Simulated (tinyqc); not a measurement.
Single-domain magnet: Stoner-Wohlfarth switching, Neel-Arrhenius retention, LLG dynamics and spin torque: one step, computed by the program tinyqc.

The moment is uniform, with unit vector m; z is the easy axis. mu_0 = 1.25663706212e-6 T m/A, gamma = 1.76085963023e11 rad/(s T).

Task: Effective anisotropy. The disc is treated as an oblate spheroid with p = t/d: N_z = [1 - p arccos(p)/sqrt(1 - p^2)]/(1 - p^2); V = pi d^2 t/4; K_eff = K_u + K_i/t + K_shape, K_shape = -(mu_0 M_s^2/4)(3 N_z - 1); mu_0 H_K = 2 K_eff/M_s.

Inputs (values chosen for the exercise, for a model magnet): saturation magnetisation M_s = 507 kA/m; diameter d = 50 nm; thickness t = 2.1 nm; interface anisotropy K_i = 0.487 mJ/m^2; bulk anisotropy K_u = 0 kJ/m^3.

Shape: thin disc, easy axis normal to it.

Give: demagnetising factor N_z; volume V; K_shape; K_eff; anisotropy field mu_0 H_K.

Result:

demagnetising factor N_z = 0.9374

volume V = 4123 nm^3

K_shape = -146.3 kJ/m^3

K_eff = 85.56 kJ/m^3

anisotropy field mu_0 H_K = 0.3375 T

Shape works against the easy axis and takes 63 % of the other terms. Caution: a flat cylinder has a smaller N_z than the spheroid of the same t/d, so K_eff of a real disc is larger.
